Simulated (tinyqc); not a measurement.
Worked calculation: Pariser-Parr-Pople SCF with singles CI, for the molecule c1ccc2ccccc2c1 (SMILES; centres numbered as the heavy atoms are written). Computed by tinyqc, a small Python program that keeps every step. Settings: charge = 0, gamma = MN, start = huckel, damping = 0, iteration cap = 65, excitations kept = 4. Command: `OMP_NUM_THREADS=1 python tinyqc.py 31390 31391 out.jsonl` (the two numbers bound the seeds that draw the settings). One thread of a shared host (Intel(R) Xeon(R) Processor @ 2.60GHz), about 0.02 s of CPU time with the checks. Later iterations appear only in the table of the cycle.

## PPP integrals

Centres (angstrom, eV; a flat drawing with bonds scaled to 1.40 angstrom):
```
centre,x,y,core charge z,W,gamma_rr
1C,2.425000,-0.700000,1,11.160000,11.130000
2C,2.425000,0.700000,1,11.160000,11.130000
3C,1.212000,1.400000,1,11.160000,11.130000
4C,0.000000,0.700000,1,11.160000,11.130000
5C,-1.212000,1.400000,1,11.160000,11.130000
6C,-2.425000,0.700000,1,11.160000,11.130000
7C,-2.425000,-0.700000,1,11.160000,11.130000
8C,-1.212000,-1.400000,1,11.160000,11.130000
9C,0.000000,-0.700000,1,11.160000,11.130000
10C,1.212000,-1.400000,1,11.160000,11.130000
```

Resonance integrals (eV):
```
i,j,beta
1,2,-2.470000
2,3,-2.470000
3,4,-2.470000
4,5,-2.470000
5,6,-2.470000
6,7,-2.470000
7,8,-2.470000
8,9,-2.470000
9,10,-2.470000
10,1,-2.470000
9,4,-2.470000
```

Mataga-Nishimoto: gamma = 14.399645/(R + a), a = 2 x 14.399645/(gamma_rr + gamma_ss); H_rr = -W_r - sum_(s != r) z_s gamma_rs; H_rs = beta for bonds.

repulsion gamma_rs (eV), lower triangle:
```
,1C,2C,3C,4C,5C,6C,7C,8C,9C,10C
1C,11.130000
2C,5.345539,11.130000
3C,3.871994,5.344569,11.130000
4C,3.517359,3.872154,5.346287,11.130000
5C,2.621214,2.881359,3.873196,5.346287,11.130000
6C,2.270597,2.343780,2.881359,3.872154,5.344569,11.130000
7C,2.343780,2.270597,2.621214,3.517359,3.871994,5.345539,11.130000
8C,2.881359,2.621214,2.881514,3.872515,3.517455,3.871994,5.344569,11.130000
9C,3.872154,3.517359,3.872515,5.345539,3.872515,3.517359,3.872154,5.346287,11.130000
10C,5.344569,3.871994,3.517455,3.872515,2.881514,2.621214,2.881359,3.873196,5.346287,11.130000
```

core matrix H (eV), lower triangle:
```
,1C,2C,3C,4C,5C,6C,7C,8C,9C,10C
1C,-43.228564
2C,-2.470000,-43.228564
3C,0.000000,-2.470000,-45.370102
4C,0.000000,0.000000,-2.470000,-49.722169
5C,0.000000,0.000000,0.000000,-2.470000,-45.370102
6C,0.000000,0.000000,0.000000,0.000000,-2.470000,-43.228564
7C,0.000000,0.000000,0.000000,0.000000,0.000000,-2.470000,-43.228564
8C,0.000000,0.000000,0.000000,0.000000,0.000000,0.000000,-2.470000,-45.370102
9C,0.000000,0.000000,0.000000,-2.470000,0.000000,0.000000,0.000000,-2.470000,-49.722169
10C,-2.470000,0.000000,0.000000,0.000000,0.000000,0.000000,0.000000,0.000000,-2.470000,-45.370102
```

## Starting guess

pi electrons, sum of z_r less the charge = 10

Orbitals of the Hueckel matrix of the beta values.

P at the start, lower triangle:
```
,1C,2C,3C,4C,5C,6C,7C,8C,9C,10C
1C,1.000000
2C,0.603165,1.000000
3C,0.000000,0.724564,1.000000
4C,-0.240883,0.000000,0.554700,1.000000
5C,0.000000,-0.169863,0.000000,0.554700,1.000000
6C,0.155952,0.000000,-0.169863,0.000000,0.724564,1.000000
7C,0.000000,0.155952,0.000000,-0.240883,0.000000,0.603165,1.000000
8C,-0.169863,0.000000,0.084932,0.000000,-0.362282,0.000000,0.724564,1.000000
9C,0.000000,-0.240883,0.000000,0.518233,0.000000,-0.240883,0.000000,0.554700,1.000000
10C,0.724564,0.000000,-0.362282,0.000000,0.084932,0.000000,-0.169863,0.000000,0.554700,1.000000
```

## Iteration 1: Fock matrix

F_rr = H_rr + P_rr gamma_rr / 2 + sum_(s != r) P_ss gamma_rs; F_rs = H_rs - P_rs gamma_rs / 2; E = tr P (H + F) / 2 + core repulsion sum_(r<s) z_r z_s gamma_rs.

F (eV), lower triangle:
```
,1C,2C,3C,4C,5C,6C,7C,8C,9C,10C
1C,-5.595000
2C,-4.082121,-5.595000
3C,0.000000,-4.406240,-5.595000
4C,0.423636,0.000000,-3.952793,-5.595000
5C,0.000000,0.244719,0.000000,-3.952793,-5.595000
6C,-0.177052,0.000000,0.244719,0.000000,-4.406240,-5.595000
7C,0.000000,-0.177052,0.000000,0.423636,0.000000,-4.082121,-5.595000
8C,0.244719,0.000000,-0.122366,0.000000,0.637155,0.000000,-4.406240,-5.595000
9C,0.000000,0.423636,0.000000,-3.855118,0.000000,0.423636,0.000000,-3.952793,-5.595000
10C,-4.406240,0.000000,0.637155,0.000000,-0.122366,0.000000,0.244719,0.000000,-3.952793,-5.595000
```

pi energy = -130.249036 eV

## Iteration 1: orbitals and new P

Diagonalise F (the basis is taken as orthonormal) and form P = 2 sum c c over the lowest orbitals.

orbital energies (eV): -14.292437  -12.370757  -11.381908  -10.283974  -9.225208  -1.964792  -0.906026  0.191908  1.180757  3.102437

P after iteration 1, lower triangle:
```
,1C,2C,3C,4C,5C,6C,7C,8C,9C,10C
1C,1.000000
2C,0.595060,1.000000
3C,0.000000,0.733465,1.000000
4C,-0.246257,0.000000,0.546646,1.000000
5C,0.000000,-0.160437,0.000000,0.546646,1.000000
6C,0.146798,0.000000,-0.160437,0.000000,0.733465,1.000000
7C,0.000000,0.146798,0.000000,-0.246257,0.000000,0.595060,1.000000
8C,-0.160437,0.000000,0.088122,0.000000,-0.360140,0.000000,0.733465,1.000000
9C,0.000000,-0.246257,0.000000,0.530160,0.000000,-0.246257,0.000000,0.546646,1.000000
10C,0.733465,0.000000,-0.360140,0.000000,0.088122,0.000000,-0.160437,0.000000,0.546646,1.000000
```

## Iteration 2: Fock matrix

As before.

F (eV), lower triangle:
```
,1C,2C,3C,4C,5C,6C,7C,8C,9C,10C
1C,-5.595000
2C,-4.060457,-5.595000
3C,0.000000,-4.430028,-5.595000
4C,0.433088,0.000000,-3.931265,-5.595000
5C,0.000000,0.231138,0.000000,-3.931265,-5.595000
6C,-0.166660,0.000000,0.231138,0.000000,-4.430028,-5.595000
7C,0.000000,-0.166660,0.000000,0.433088,0.000000,-4.060457,-5.595000
8C,0.231138,0.000000,-0.126962,0.000000,0.633387,0.000000,-4.430028,-5.595000
9C,0.000000,0.433088,0.000000,-3.886996,0.000000,0.433088,0.000000,-3.931265,-5.595000
10C,-4.430028,0.000000,0.633387,0.000000,-0.126962,0.000000,0.231138,0.000000,-3.931265,-5.595000
```

pi energy = -130.260352 eV

## Iteration 2: orbitals and new P

As before.

orbital energies (eV): -14.291101  -12.371498  -11.376105  -10.287692  -9.238050  -1.951950  -0.902308  0.186105  1.181498  3.101101

P after iteration 2, lower triangle:
```
,1C,2C,3C,4C,5C,6C,7C,8C,9C,10C
1C,1.000000
2C,0.590868,1.000000
3C,0.000000,0.737529,1.000000
4C,-0.247856,0.000000,0.542941,1.000000
5C,0.000000,-0.157168,0.000000,0.542941,1.000000
6C,0.144194,0.000000,-0.157168,0.000000,0.737529,1.000000
7C,0.000000,0.144194,0.000000,-0.247856,0.000000,0.590868,1.000000
8C,-0.157168,0.000000,0.087681,0.000000,-0.358993,0.000000,0.737529,1.000000
9C,0.000000,-0.247856,0.000000,0.536250,0.000000,-0.247856,0.000000,0.542941,1.000000
10C,0.737529,0.000000,-0.358993,0.000000,0.087681,0.000000,-0.157168,0.000000,0.542941,1.000000
```

## Convergence

Stop when output and input P, before any damping, agree to 1e-7.

Course of the cycle:
```
iteration,E (eV),largest |P(out) - P(in)|
1,-130.24903619,1.19e-02
2,-130.26035246,6.09e-03
3,-130.26234701,2.94e-03
4,-130.26276206,1.39e-03
5,-130.26285329,6.52e-04
6,-130.26287369,3.06e-04
7,-130.26287827,1.44e-04
8,-130.26287930,6.77e-05
9,-130.26287954,3.20e-05
10,-130.26287959,1.51e-05
11,-130.26287960,7.15e-06
12,-130.26287960,3.39e-06
13,-130.26287960,1.61e-06
14,-130.26287960,7.62e-07
15,-130.26287960,3.62e-07
16,-130.26287960,1.72e-07
17,-130.26287960,8.15e-08
```

Converged in 17 iterations.

## Converged orbitals

Charges are z - P_rr.

orbital energies (eV): -14.290652  -12.371995  -11.370391  -10.288510  -9.249125  -1.940875  -0.901490  0.180391  1.181995  3.100652

coefficients:
```
,MO1,MO2,MO3,MO4,MO5,MO6,MO7,MO8,MO9,MO10
1C,0.239936,0.424820,-0.183785,-0.398314,-0.263682,-0.263682,0.398314,-0.183785,0.424820,-0.239936
2C,0.239936,0.424820,0.183785,-0.398314,0.263682,-0.263682,-0.398314,-0.183785,-0.424820,0.239936
3C,0.301740,0.263682,0.398683,-0.002194,0.424820,0.424820,0.002194,0.398683,0.263682,-0.301740
4C,0.450298,0.000000,0.338451,0.427414,0.000000,0.000000,0.427414,-0.338451,0.000000,0.450298
5C,0.301740,-0.263682,0.398683,-0.002194,-0.424820,-0.424820,0.002194,0.398683,-0.263682,-0.301740
6C,0.239936,-0.424820,0.183785,-0.398314,-0.263682,0.263682,-0.398314,-0.183785,0.424820,0.239936
7C,0.239936,-0.424820,-0.183785,-0.398314,0.263682,0.263682,0.398314,-0.183785,-0.424820,-0.239936
8C,0.301740,-0.263682,-0.398683,-0.002194,0.424820,-0.424820,-0.002194,0.398683,0.263682,0.301740
9C,0.450298,0.000000,-0.338451,0.427414,0.000000,0.000000,-0.427414,-0.338451,0.000000,-0.450298
10C,0.301740,0.263682,-0.398683,-0.002194,-0.424820,0.424820,-0.002194,0.398683,-0.263682,0.301740
```

pi charges: 1C 0.000000, 2C 0.000000, 3C 0.000000, 4C 0.000000, 5C 0.000000, 6C 0.000000, 7C 0.000000, 8C 0.000000, 9C 0.000000, 10C 0.000000

## Singles CI, singlets

Over the 4 single excitations with the smallest orbital gaps: A = (e_a - e_i) delta + 2 (ia|jb) - (ij|ab), with (pq|rs) = sum c_mp c_mq gamma_mn c_nr c_ns. f = 2/3 w |mu|^2 in atomic units, mu = sqrt2 sum c_ia sum_m c_mi c_ma R_m.

singlet CI matrix (eV), lower triangle:
```
,5>6,5>7,4>6,4>7
5>6,4.755199
5>7,0.000000,5.180965
4>6,0.000000,-0.787975,5.180965
4>7,0.485558,0.000000,0.000000,6.566600
```

singlet excitation energies (eV): 4.392990  4.633252  5.968940  6.688548

oscillator strengths: 0.000000  0.312536  2.148847  0.901454

## Singles CI, triplets

Over the 4 single excitations with the smallest orbital gaps: A = (e_a - e_i) delta - (ij|ab), with (pq|rs) = sum c_mp c_mq gamma_mn c_nr c_ns.

triplet CI matrix (eV), lower triangle:
```
,5>6,5>7,4>6,4>7
5>6,2.634609
5>7,0.000000,4.140016
4>6,0.000000,0.252974,4.140016
4>7,0.252974,0.000000,0.000000,4.450389
```

triplet excitation energies (eV): 2.600023  3.887042  4.392990  4.484974
